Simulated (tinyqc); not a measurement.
Swing of the coupled dose with resist thickness: standing waves and exposure in a photoresist film.

Normal incidence from air. Unexposed resist: N1 = n1 + i k1 with k1 = (A + B) lam/(4 pi), lam in micrometres. r01 = (1 - N1)/(1 + N1), t01 = 2/(1 + N1). Below the resist lie the layer Na = na + i ka and the substrate Ns = ns + i ks: r12 = (r1a + ras x)/(1 + r1a ras x), x = exp(4 pi i Na da/lam), r1a = (N1 - Na)/(N1 + Na), ras = (Na - Ns)/(Na + Ns). With p = exp(2 pi i N1 d/lam), the field at depth z is E(z) = t01 [exp(2 pi i N1 z/lam) + r12 p^2 exp(-2 pi i N1 z/lam)]/(1 + r01 r12 p^2), the relative intensity I(z) = n1 |E(z)|^2 and the reflectance R = |(r01 + r12 p^2)/(1 + r01 r12 p^2)|^2.

Inputs chosen for the exercise (a resist on polySi, indices near tabulated ones; the results hold for these values, not for the real material): lam = 365 nm (vacuum wavelength); n1 = 1.73 (resist index); A = 0.64 1/micrometre (bleachable absorption (Dill A)); B = 0.04 1/micrometre (fixed absorption (Dill B)); d = 883 nm (resist thickness); ns = 4.903 (substrate n); ks = 2.627 (substrate k); na = 1.765 (n of the bottom antireflection layer); ka = 0.312 (its k); da = 59 nm (its thickness).

The mean of I is taken over 800 depths; the relative dose to clear is taken as 1/(mean of I over the lowest period, 60 depths), scaled to 1 in the first row.

Swing:
```
d (nm),R,mean I,relative dose
883.0,0.1386,0.6746,1.000
900.6,0.1308,0.6745,1.001
918.2,0.0779,0.7106,0.954
935.7,0.0287,0.7455,0.918
953.3,0.0375,0.7364,0.941
970.9,0.0921,0.6911,1.011
988.5,0.1333,0.6548,1.070
1006.1,0.1260,0.6548,1.071
1023.7,0.0765,0.6873,1.025
1041.2,0.0309,0.7182,0.991
1058.8,0.0390,0.7096,1.014
1076.4,0.0899,0.6687,1.085
1094.0,0.1285,0.6358,1.145
```

The period is 105.5 nm, six rows. The relative dose swings between 0.918 and 1.145, a ratio (max - min)/mean of 0.223, against the estimate 4 sqrt(|r01|^2 |r12|^2) exp(-(A + B) d) = 0.131 for the oscillating part alone; the ratio from the table also holds the slow rise from absorption, 14.5 % over two periods, so the two are not strictly comparable. The dose is least sensitive to thickness at an extremum; the lowest dose listed is at 935.7 nm.

tinyqc: `OMP_NUM_THREADS=1 python tinyqc.py 1650999 1651000 out.jsonl`; about 0.01 s, one thread, shared Intel(R) Xeon(R) Processor @ 2.30GHz.
